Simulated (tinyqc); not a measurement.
# Fully depleted semiconductor-on-insulator film with two gates, non-linear Poisson equation by Newton steps: two studies

One dimension across the film, front interface at x = 0, back interface at x = ts. psi is counted from the intrinsic level, n = ni exp(psi/Vt) (source grounded), holes neglected, acceptors ionised. Gates act through Cox = eps0 eox/tox and Cbox = 3.9 eps0/tb with potentials G1 = Vg - (phiM - chi - Vt ln(Nc/ni)) and G2 = Vb - (phiB - chi - Vt ln(Nc/ni)). Classical Boltzmann densities, no interface charge, no depletion in the back plane.

Parameters, values chosen for the exercise; band and dielectric values close to those of silicon: temperature T = 250 K; band gap Eg = 1.12 eV; relative permittivity eps_r = 11.7; conduction-band density of states at T Nc = 2.11e19 cm^-3; valence-band density of states at T Nv = 1.99e19 cm^-3; electron affinity chi = 4.1 eV; relative permittivity of the gate insulator (close to silicon nitride) eox = 7.68; insulator thickness tox = 2.8 nm; film thickness ts = 9.2 nm; buried-oxide thickness (eps_r 3.9) tb = 8.7 nm; acceptor density of the film Na = 2.9e17 cm^-3; work function of the front gate phiM = 4.65 eV; work function of the back plane phiB = 5.15 eV; back-gate voltage Vb = 0 V.

Constants: q = 1.602176634e-19 C, kB = 1.380649e-23 J/K, Vt = kB T/q, eps0 = 8.8541878128e-14 F/cm where lengths are in cm. Results are converted to the units shown.

Each table varies one quantity; the others keep the values above.

## Charge against front-gate voltage

ni = sqrt(Nc Nv) exp(-Eg/(2 Vt)), Eg in volts. The Poisson equation eps0 eps_r d2psi/dx2 = q (n + Na), with -eps0 eps_r dpsi/dx = Cox (G1 - psi) at x = 0 and eps0 eps_r dpsi/dx = Cbox (G2 - psi) at x = ts, is solved on 300 equal intervals with half boxes at both ends; N_inv is the trapezoid sum of n. Swing = ln 10/(d ln N_inv/dVg); the last column is (dN_inv/dVb)/(dN_inv/dVg).

Charge against front-gate voltage:

| Vg (V) | psi front (V) | psi back (V) | N_inv (cm^-2) | centroid/ts | swing (mV/decade) | q dN_inv/dVg over Cox | back/front leverage |
|---|---|---|---|---|---|---|---|
| 0.23 | 0.148 | -0.0319 | 1.04e4 | 0.113 | 57.3 | 2.77e-8 | 0.155 |
| 0.38 | 0.282 | 0.0670 | 4.40e6 | 0.0949 | 57.0 | 1.17e-5 | 0.149 |
| 0.53 | 0.416 | 0.166 | 1.89e9 | 0.0820 | 57.1 | 0.00504 | 0.145 |
| 0.68 | 0.531 | 0.248 | 3.28e11 | 0.0708 | 110 | 0.455 | 0.142 |
| 0.83 | 0.575 | 0.272 | 1.87e12 | 0.0592 | 354 | 0.804 | 0.137 |
| 0.98 | 0.596 | 0.279 | 3.81e12 | 0.0507 | 654 | 0.883 | 0.134 |
| 1.13 | 0.610 | 0.282 | 5.86e12 | 0.0445 | 970 | 0.917 | 0.132 |
| 1.28 | 0.621 | 0.284 | 7.96e12 | 0.0398 | 1.29e3 | 0.935 | 0.131 |
| 1.43 | 0.630 | 0.286 | 1.01e13 | 0.0361 | 1.62e3 | 0.947 | 0.130 |

What does the table show?

N_inv passes 1e11 cm^-2 at Vg = 0.635 V. The swing starts at 57.3 mV a decade, against (1 + k) Vt ln 10 = 55.6 for a front channel with k = Cs Cbox/(Cox (Cs + Cbox)) = 0.121, Cs = eps0 eps_r/ts; above threshold this column is no longer a subthreshold swing. The centroid falls from 0.113 to 0.0361 of ts and the leverage of the back gate falls from 0.155 to 0.130. For Vg = 0.83, 0.98, 1.13, 1.28, 1.43 the density at an interface exceeds 0.3 Nc, where Boltzmann statistics fail. In every row the classical centroid lies within 3 nm of an interface, where confinement, left out, would push it away.

## Threshold and coupling against the buried-oxide thickness

VT is the Vg for N_inv = 1e11 cm^-2; -dVT/dVb from the linearised equation. Limits with Cs = eps0 eps_r/ts: front channel Cs Cbox/(Cox (Cs + Cbox)), back channel Cbox (Cox + Cs)/(Cox Cs). Swing at N_inv = 1e8 cm^-2.

Result of one run:

| tb (nm) | VT (V) | centroid/ts at VT | -dVT/dVb | front-channel limit | back-channel limit | swing (mV/decade) |
|---|---|---|---|---|---|---|
| 45 | 0.522 | 0.226 | 0.0442 | 0.0296 | 0.0997 | 51.9 |

What becomes of these results when the buried-oxide thickness (eps_r 3.9) tb is changed from 45 to 73 nm, all else the same?

Result of the changed run:

| tb (nm) | VT (V) | centroid/ts at VT | -dVT/dVb | front-channel limit | back-channel limit | swing (mV/decade) |
|---|---|---|---|---|---|---|
| 73 | 0.506 | 0.279 | 0.0298 | 0.0187 | 0.0615 | 51.2 |

The whole series:

| tb (nm) | VT (V) | centroid/ts at VT | -dVT/dVb | front-channel limit | back-channel limit | swing (mV/decade) |
|---|---|---|---|---|---|---|
| 6 | 0.676 | 0.0585 | 0.180 | 0.157 | 0.748 | 58.8 |
| 9.9 | 0.622 | 0.0813 | 0.131 | 0.110 | 0.453 | 56.3 |
| 16 | 0.580 | 0.115 | 0.0945 | 0.0746 | 0.281 | 54.5 |
| 27 | 0.546 | 0.166 | 0.0650 | 0.0473 | 0.166 | 53.0 |
| 45 | 0.522 | 0.226 | 0.0442 | 0.0296 | 0.0997 | 51.9 |
| 73 | 0.506 | 0.279 | 0.0298 | 0.0187 | 0.0615 | 51.2 |
| 120 | 0.495 | 0.321 | 0.0193 | 0.0116 | 0.0374 | 50.6 |
| 200 | 0.488 | 0.351 | 0.0121 | 0.00700 | 0.0224 | 50.3 |

As tb goes from 6 to 200, VT falls from 0.676 to 0.488 V, the centroid rises from 0.0585 to 0.351 of ts and -dVT/dVb falls from 0.180 to 0.0121. The coupling covers 3.94 % of the way from the front-channel to the back-channel limit in the first row and 33.0 % in the last.

Numbers from tinyqc (`OMP_NUM_THREADS=1 python tinyqc.py 2190088 2190089 out.jsonl`; about 0.4 s on one thread of a shared Intel Xeon 2.30GHz).
